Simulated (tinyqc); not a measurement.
From results back to parameters: Penn model of the dielectric constant and Phillips ionicity. Three cases, with inputs chosen for the exercise.

Problem. eps was computed from a and a hidden C.

n = 32/a^3; Ep^2 = 8 pi c e2 n with c = hbar^2/2m0, e2 = e^2/(4 pi eps0); EF = c (3 pi^2 n)^(2/3); eps = 1 + (Ep/Eg)^2 S with S = 1 - Eg/(4 EF) + (Eg/(4 EF))^2/3, Eg the Penn gap. Core d shells are left out.

Phillips: bond length d = sqrt(3) a/4; homopolar gap Eh = 39.74 d^(-2.48) eV (d in angstrom); Eg^2 = Eh^2 + C^2; ionicity fi = C^2/Eg^2.

Constants: hbar^2/2m0 = 3.80998211 eV angstrom^2; e^2/(4 pi eps0) = 14.39964547 eV angstrom.

Case 1.

Values chosen (out of a larger set: near those of AlAs; not measured data): a = 5.675 angstrom (cubic lattice constant, 32 valence electrons a cell).

eps = 9.91121

Case 2.

Values chosen (out of a larger set: near those of AlN; not measured data): a = 4.388 angstrom (cubic lattice constant, 32 valence electrons a cell).

eps = 5.10717

Case 3.

Values chosen (out of a larger set: near those of GaN; not measured data): a = 4.514 angstrom (cubic lattice constant, 32 valence electrons a cell).

eps = 4.31365

Find: Eg; Eh; C; fi.

Solution. eps falls steadily with Eg, so one Eg fits; C^2 = Eg^2 - Eh^2.

Case 1.

Eg = 4.927 eV
Eh = 4.274 eV
C = 2.45 eV
fi = 0.247

Case 2.

Eg = 10.510 eV
Eh = 8.089 eV
C = 6.71 eV
fi = 0.408

Case 3.

Eg = 11.118 eV
Eh = 7.540 eV
C = 8.17 eV
fi = 0.540

Computed by tinyqc, one run a case: `OMP_NUM_THREADS=1 python tinyqc.py N N+1 out.jsonl` with N = 1681791, 1681872, 1682068; one thread of a shared Intel(R) Xeon(R) Processor @ 2.30GHz, about 0.01 s a run at most.
